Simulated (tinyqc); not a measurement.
Chemical vapour deposition: Grove model, boundary layer, depletion and step coverage: one step, computed by the program tinyqc.

A precursor diffuses to the surface and reacts there at first order; each molecule that reacts adds one formula unit of film.

Task: Gas-phase and surface constants. k_s = k0 exp(-E/(k_B T)); C_g = Y p/(k_B T), 1 torr = 133.322 Pa; D = D0 (T/273.15)^1.75 (760/p). Temperatures in kelvin are T(C) + 273.15. Mean speed c = sqrt(8 k_B T/(pi M)); reactive sticking probability beta = 4 k_s/c.

Inputs (values chosen for the exercise, close to those used for polysilicon from silane):

| quantity | value | unit |
|---|---|---|
| prefactor k0 of k_s | 2.9e+08 | cm/s |
| activation energy E | 1.66 | eV |
| temperature T | 640 | C |
| total pressure p | 0.71 | torr |
| mole fraction of the precursor Y | 0.12 | - |
| gas diffusivity D0 at 273.15 K and 760 torr | 0.45 | cm^2/s |
| precursor mass M | 32 | u |

Reactor: wafer stack, low pressure.

Constants: k_B = 1.380649e-23 J/K; u = 1.6605390666e-27 kg; k_B = 8.617333262e-05 eV/K.

Give: surface rate constant k_s; precursor density C_g; gas diffusivity D; mean speed c; sticking probability beta.

Result:

surface rate constant k_s = 0.1998 cm/s

precursor density C_g = 9.010e+14 1/cm^3

gas diffusivity D = 3981 cm^2/s

mean speed c = 77729 cm/s

sticking probability beta = 1.028e-05
